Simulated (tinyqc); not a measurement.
Cabrera-Mott growth of a thin oxide under its own electric field: one step, computed by the program tinyqc.

Electrons cross the film freely and set a fixed potential V across it; the field V/x lowers the barrier for ions entering the oxide.

Problem. Scales. u = u0 exp(-W/(k_B T)), X1 = z b V/(k_B T) with V in volts and k_B T in eV; dx/dt = u exp(X1/x).

Inputs (values chosen for the exercise, for a model metal): barrier W = 1.5 eV; Mott potential V = 0.53 V; ion charge number z = 1; half jump distance b = 2 angstrom; prefactor u0 = N Omega nu = 4e+12 angstrom/s; temperature T = 550 K.

Backward hops: ignored.

Constants: k_B = 8.617333262e-05 eV/K.

Give: u; X1.

Solution.

u = 0.07198 angstrom/s

X1 = 22.37 angstrom
